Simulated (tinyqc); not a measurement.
Schottky emission and Poole-Frenkel conduction in an insulator, and how to tell them apart: one step of the calculation.

Schottky emission (electrode-limited): J = As T^2 exp[-(pb - b sqrt(F))/Vt], b = sqrt(q/(4 pi eps0 ei)). Poole-Frenkel emission (bulk-limited): J = s0 F exp[-(pt - 2 b sqrt(F))/Vt]. F in V/cm.

Task. Which mechanism made these data. The data come from another sample of the same dielectric, in which one mechanism alone limits the current. Fit straight lines by least squares: ln J on sqrt(F) (Schottky plot, slope b/Vt) and ln(J/F) on sqrt(F) (Poole-Frenkel plot, slope 2 b/Vt), F in V/cm, and read a permittivity from each slope. The right mechanism gives a value near ei, and in any case between ei and es.

Values chosen for this exercise; dielectric values close to those of zirconium oxide: temperature T = 325 K; high-frequency relative permittivity ei = 4.4; static relative permittivity es = 23.8.

Constants: q = 1.602176634e-19 C, kB = 1.380649e-23 J/K, Vt = kB T/q, eps0 = 8.8541878128e-14 F/cm where lengths are in cm. Results are converted to the units shown.

```
point	F (MV/cm)	J (A/cm^2)
0	1.12	1.018e-9
1	1.97	9.468e-9
2	2.81	5.513e-8
3	3.66	2.545e-7
4	4.5	9.768e-7
```

Wanted: slope of the Schottky plot; permittivity read as Schottky; slope of the Poole-Frenkel plot; permittivity read as Poole-Frenkel.

Result.

slope of the Schottky plot = 0.006459 (cm/V)^0.5
permittivity read as Schottky = 4.400
slope of the Poole-Frenkel plot = 0.005156 (cm/V)^0.5
permittivity read as Poole-Frenkel = 27.63

Both plots are nearly straight, so straightness decides nothing. Read as Schottky the data give 4.40, which matches ei = 4.4; read as Poole-Frenkel they give 27.6, above even the static value 23.8. The data were made by Schottky emission.

tinyqc, about 0.01 s, one thread, Intel Xeon 2.30GHz (shared host): `OMP_NUM_THREADS=1 python tinyqc.py 2370056 2370057 out.jsonl`
